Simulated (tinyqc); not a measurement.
# Metal gate on a two-layer dielectric stack with fixed charge and a dipole: threshold against doping

Gate, layer 2, layer 1, p-type semiconductor; x runs from the gate inwards. Charges are counted in units of +q. psi is the band bending at the surface, positive towards inversion. Classical charge, Boltzmann statistics, no interface traps.

EOT = 3.9 (t1/e1 + t2/e2), Cox = eps0/(t1/e1 + t2/e2); phi_ms = pM - (chi + Eg - Vt ln(Nv/Na)). Vfb = phi_ms + Vd - (q/eps0) [Q1 (t1/e1 + t2/e2) + Q2 t2/e2 + r1 (t1^2/(2 e1) + t1 t2/e2) + r2 t2^2/(2 e2)]: each charge counts with its electrical distance from the gate. ni = sqrt(Nc Nv) exp(-Eg/(2 Vt)), Eg in volts, pB = Vt ln(Na/ni), Vth = Vfb + 2 pB + sqrt(4 q eps0 eps_r Na pB)/Cox.

Values chosen for this exercise; band and dielectric values close to those of 4H silicon carbide, layer 1 close to silicon nitride, layer 2 close to zirconium oxide:
```
symbol,value,unit,meaning
T,300,K,temperature
Eg,3.32,eV,band gap
eps_r,9.55,,relative permittivity
Nc,1.67e19,cm^-3,conduction-band density of states at T
Nv,2.49e19,cm^-3,valence-band density of states at T
chi,3.55,eV,electron affinity
pM,4.98,eV,work function of the gate metal
t1,1.7,nm,"thickness of layer 1, next to the semiconductor"
e1,7.53,,relative permittivity of layer 1
t2,3.3,nm,"thickness of layer 2, next to the gate"
e2,25.1,,relative permittivity of layer 2
Q1,3e11,cm^-2,fixed charge at the semiconductor interface
Q2,1.6e12,cm^-2,fixed charge between the layers
r1,0,cm^-3,uniform charge density in layer 1
r2,2e18,cm^-3,uniform charge density in layer 2
Vd,0,V,flat-band shift by a dipole layer between the layers
```

Constants: q = 1.602176634e-19 C, kB = 1.380649e-23 J/K, Vt = kB T/q, eps0 = 8.8541878128e-14 F/cm where lengths are in cm. Results are converted to the units shown.

Threshold against doping:
```
Na (cm^-3)  phi_ms (V)  2 pB (V)  Qd/Cox (V)  Vth (V)
1.3e15         -1.6351    2.8205    0.012717   1.1328
3.3e15         -1.6592    2.8687    0.020434   1.1646
8.2e15         -1.6827    2.9157    0.032474   1.2002
2.1e16         -1.7070    2.9644    0.052400   1.2444
5.2e16         -1.7305    3.0112    0.083105   1.2986
1.3e17         -1.7541    3.0586     0.13243   1.3716
3.3e17         -1.7782    3.1068     0.21265   1.4759
8.4e17         -1.8024    3.1551     0.34190   1.6293
2.1e18         -1.8261    3.2025     0.54464   1.8557
```

What does the table show?

Vth rises from 1.13 to 1.86 V. Of the change, phi_ms + 2 pB gives 191 mV (Vt ln 10 a decade) and the depletion charge 532 mV, growing as Na^(0.51).

tinyqc, about 0.01 s, one thread, Intel Xeon 2.30GHz (shared host): `OMP_NUM_THREADS=1 python tinyqc.py 2010082 2010083 out.jsonl`
